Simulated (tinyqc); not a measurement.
Competing polymorphs of an oxide film: bulk, surface, grain-boundary, dopant and field terms. From G(t) - G(o) back to temperature T. Computed by tinyqc, a small Python program. Command: `OMP_NUM_THREADS=1 python tinyqc.py 3011952 3011953 out.jsonl polymorph inv`. One thread of a shared host (Intel(R) Xeon(R) Processor @ 2.30GHz), about 0.02 s of CPU time with the checks.

Phases: monoclinic m (reference), polar orthorhombic o, tetragonal t. Free energies per formula unit (f.u.); 1 J/m^2 x angstrom^3/nm = 6.241509 meV.

Inputs (values chosen for the exercise, for a model oxide): energy of the polar phase o over m = 55.3 meV/f.u.; energy of the tetragonal phase t over m = 97 meV/f.u.; entropy of o over m = 0.0027 meV/(f.u. K); entropy of t over m = 0.046 meV/(f.u. K); surface energy of m = 2.75 J/m^2; surface energy of o = 2.04 J/m^2; surface energy of t = 1.85 J/m^2; grain-boundary energy over surface energy = 0.73; volume per formula unit Omega = 33.7 angstrom^3; film thickness h = 8.1 nm; grain radius R = 23 nm; dopant content x = 1.9 %; shift of o per % of dopant = -5.2 meV/f.u.; shift of t per % of dopant = -13 meV/f.u..

Geometry: columnar grains in a film.

Method. Bulk term b = H - T S + (shift) x, zero for m. The undoped bulk turns from m to t at T = H_t/S_t. Area per volume: A = 2/h + f_b/R (two free faces; the side wall 2/R is shared by two grains and carries f_b gamma); G = b + gamma Omega A.

Problem. A run gave the result below. Find the temperature T, known to lie between 850 and 1700 K.

G(t) - G(o) = -32.31918 meV/f.u.

Solution.

Each step takes the trial c = (a f_b - b f_a)/(f_b - f_a), f being the result less the target and a, b, c the logarithms of the listed values; c replaces end b, the old b replaces a if the sign of f changed, and otherwise f_a is halved.

Scan of the range:
```
temperature T (K)  G(t) - G(o) (meV/f.u.)
850                              -21.0612
954                              -25.5644
1070                             -30.5872
1200                             -36.2162
1350                             -42.7112
1510                             -49.6392
1700                             -57.8662
```

False position (Illinois rule, in the logarithm of the input) inside the bracket:
```
step    end a    end b    trial  G(t) - G(o) (meV/f.u.)
1     1070.00  1200.00  1108.42                -32.2510
2     1200.00  1108.42  1109.94                -32.3166
3     1200.00  1109.94  1110.06                -32.3216
4     1109.94  1110.06  1110.00                -32.3192
5     1110.06  1110.00  1110.00                -32.3192
```

G(t) - G(o) falls at every point of a 13-point scan of the range (every second point is shown), so one value fits; it is bracketed by 1070 and 1200. The scan shows a straight line, so linear interpolation between any two rows gives the answer at once. Answer: temperature T = 1110 K.

Caution: this is an equilibrium ranking; real films often keep the phase that nucleates first on cooling from t.
